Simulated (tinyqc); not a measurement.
Inside a calculation. Model: size effects in the resistivity of thin metal films and interconnect lines. Computed by tinyqc, a small Python program that keeps every step. Command: `OMP_NUM_THREADS=1 python tinyqc.py 3025389 3025390 out.jsonl size walk`. One thread of a shared host (Intel(R) Xeon(R) Processor @ 2.30GHz), about 0.01 s of CPU time with the checks. Intermediate numbers are printed to about 7 digits and carried at full precision; extremes and crossings named in words are read from the listed rows.

Electrons lose their drift at surfaces (a share 1 - p of the hits) and at grain boundaries (reflection R), besides bulk scattering. The line sits in a trench with a non-conducting liner on both walls and the bottom; the spacing equals the drawn width.

Inputs (values chosen for the exercise, modelled on gold): bulk resistivity rho_b = 2.2 microohm cm; bulk mean free path lambda = 39.9 nm; specularity p = 0; grain-boundary reflection R = 0.25; drawn line width w = 140 nm; grain size over metal width = 1; aspect ratio (height over width) = 1.8; liner thickness t = 1.3 nm; line length = 20 micrometre; permittivity of the dielectric k = 3.4; competitor: rho_b relative to this metal = 4.7; competitor: lambda relative to this metal = 0.29; competitor: liner relative to t = 0.16.

Geometry: line.

Constants: eps_0 = 8.8541878128e-12 F/m.

## Metal cross-section

Metal width w_m = w - 2t, height h_m = (aspect ratio) w - t, grain size D = (ratio) w_m.

metal width w_m = 137.4 nm

metal height h_m = 250.7 nm

grain size D = 137.4 nm

share of the trench filled by metal = 97.63656 %

## Grain boundaries

Mayadas-Shatzkes: alpha = (lambda/D) R/(1 - R); rho_b/rho = 1 - 3 alpha/2 + 3 alpha^2 - 3 alpha^3 ln(1 + 1/alpha).

alpha = 0.09679767

rho/rho_b from grains = 1.141152

The linear estimate 1 + 3 alpha/2 gives 1.145, within 2 %.

## Surfaces

Fuchs-Sondheimer film: rho_b/rho = 1 - (3/(2 kappa))(1 - p) int_0^1 (s - s^3)(1 - exp(-kappa/s))/(1 - p exp(-kappa/s)) ds, f = rho/rho_b, kappa = thickness/lambda, 80 Gauss-Legendre points. Line: the excess of a film of thickness w_m and of a film of thickness h_m are added, rho/rho_b = 1 + (f(w_m) - 1) + (f(h_m) - 1), an estimate that holds best when both sides exceed lambda.

kappa = w_m/lambda = 3.443609

f(w_m) = 1.121524

f(h_m) = 1.063461

rho/rho_b from surfaces = 1.184985

## Resistance and delay

Total: rho = rho_b [1 + surface excess + grain excess]; resistance per length rho/(w_m h_m); capacitance per length C = 2 k eps_0 (aspect ratio + 1/2), a parallel-plate estimate for two neighbours plus a fixed term for the planes above and below; delay 0.38 R C L^2; effective resistivity per drawn area.

resistivity rho = 2.917500 microohm cm

resistance per length = 0.8469735 ohm/micrometre

capacitance per length = 0.1384795 fF/micrometre

RC delay = 0.01782785 ps

effective resistivity per drawn area = 2.988123 microohm cm

Of the factor 1.36 over bulk, scattering gives 1.33 and the liner 1.02; within scattering, surfaces outweigh grain boundaries (0.14 against 0.18, grains first).

## A short-path metal as competitor

w_m = w - 2t, h_m = (aspect ratio) w - t, D = (ratio) w_m; rho = rho_b [1 + surface excess + grain excess]. Effective resistivity rho (aspect ratio) w^2/(w_m h_m) for the metal with its liner, for the same metal without liner, and for a competitor with its own rho_b, lambda and liner, and for that competitor with the liner t; p, R, aspect and grain ratios are the same.

Effective resistivity (microohm cm):
```
w (nm)  this metal  without liner  competitor  competitor, liner t
200        2.73895        2.68792    11.02265              11.1849
100        3.33628        3.20227    11.72122              12.0839
50         4.66790        4.26340    13.17217              14.0662
30         6.66658        5.66906    15.21230              17.1310
20         9.53474        7.37578    17.88927              21.6972
14        13.97079        9.49313    21.47115              28.9416
10        21.68680       12.21222    26.42436              41.6789
7         39.47150       16.13232    34.18336              70.9357
5         87.77962       21.15750    45.17428             149.0524
```

The competitor wins below a width between 10.0 and 7.00 nm. In narrow lines rho scales as rho_b lambda/w, and the product rho_b lambda of the competitor is 1.36 times this metal's. At the narrowest width the liner costs this metal a factor 4.15. With the same liner the competitor wins nowhere in the table; at the narrowest width the thinner liner lowers it from 149 to 45.2. Rows with w - 2t below lambda stretch the additive estimate. Metal widths below about 5 nm are outside this semiclassical model.

Checks made by the program: grain-boundary formula against its angular integral 3 int_0^1 c^3/(c + alpha) dc (relative difference below 1e-10).
